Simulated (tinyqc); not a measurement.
# Input admittance of a MOSFET at zero drain bias: distributed channel and distributed gate: effect of the channel length

Source and drain grounded, strong inversion, w = 2 pi f, Cox = eps0 eox/tox. The channel is an RC line of resistance 1/(mu Cox Vo) per square fed from both ends, so one finger has the intrinsic admittance y = i w Cox L tanh(g)/g per width, g = (1/2) sqrt(i w tau), tau = L^2/(mu Vo). The vertical resistance rv/L is in series with y, the overlaps 2 i w Cov in parallel: y_t = 1/(1/y + rv/L) + 2 i w Cov. The gate strip is a line of Rsh/L per length loaded by y_t, so a finger has Y = y_t Wf tanh(k)/k, k = (Wf/sd) sqrt(y_t Rsh/L); the device has Nf Y.

Low-frequency limits, with c = Cox L and ct = c + 2 Cov: R_strip = Rsh Wf/(3 sd^2 L Nf), R_ch = (c/ct)^2 L/(12 mu Cox Vo Wf Nf), R_vert = (c/ct)^2 rv/(L Wf Nf), C = ct Wf Nf. Z = 1/(Nf Y) = R + 1/(i w C), Q = |Im Z|/R, far-point signal |1/cosh k|.

Inputs (values chosen for the exercise); values of the order met in silicon radio-frequency transistors:
```
symbol  value        unit                                                                 meaning
eox      25.1              relative permittivity of the gate insulator (close to zirconium oxide)
tox        11          nm                                                     insulator thickness
Wf       0.79          um                                                            finger width
Nf          1                                                                   number of fingers
mu        350  cm^2/(V s)                                                        channel mobility
Vo       0.36           V                                                          gate overdrive
Rsh        26  ohm/square                                            sheet resistance of the gate
rv          0    ohm um^2                                  vertical resistivity of the gate stack
sd          1                                       number of ends at which a finger is contacted
Cov      0.39       fF/um                             overlap and fringe capacitance on each side
f          59         GHz                                                               frequency
```

Constants: eps0 = 8.8541878128e-14 F/cm where lengths are in cm. Results are converted to the units shown.

Results:

| L (um) | w tau | \|k\| | R (ohm) | low-frequency R (ohm) | C (fF) | Q | signal at the far point |
|---|---|---|---|---|---|---|---|
| 0.03 | 0.026479 | 0.52719 | 230.48 | 230.60 | 1.0931 | 10.707 | 0.99349 |
| 0.11 | 0.35600 | 0.40509 | 87.186 | 87.217 | 2.3698 | 13.056 | 0.99598 |
| 0.22 | 1.4240 | 0.37624 | 96.934 | 97.096 | 4.1086 | 6.7732 | 0.99136 |
| 0.42 | 5.1899 | 0.34460 | 159.61 | 162.27 | 6.9851 | 2.4195 | 0.97870 |
| 0.8 | 18.830 | 0.25645 | 264.75 | 310.24 | 9.1572 | 1.1127 | 0.97861 |
| 1.6 | 75.318 | 0.17330 | 285.14 | 636.40 | 8.3708 | 1.1302 | 0.99017 |
| 3 | 264.79 | 0.12681 | 281.93 | 1214.0 | 8.4023 | 1.1388 | 0.99473 |

Estimate the missing row, L = 0.058 um.

Computed row:

| L (um) | w tau | \|k\| | R (ohm) | low-frequency R (ohm) | C (fF) | Q | signal at the far point |
|---|---|---|---|---|---|---|---|
| 0.058 | 0.098973 | 0.44991 | 126.67 | 126.71 | 1.5405 | 13.824 | 0.99611 |

With this row back in the table: As L goes from 0.03 to 3, R moves up and down between 87.2 and 285 ohm, C moves up and down between 1.09 and 9.16 fF and Q moves up and down between 1.11 and 13.8.

Computed by the program tinyqc: `OMP_NUM_THREADS=1 python tinyqc.py 2262220 2262221 out.jsonl`, one thread of a shared Intel Xeon 2.30GHz, about 0.01 s for the whole run.
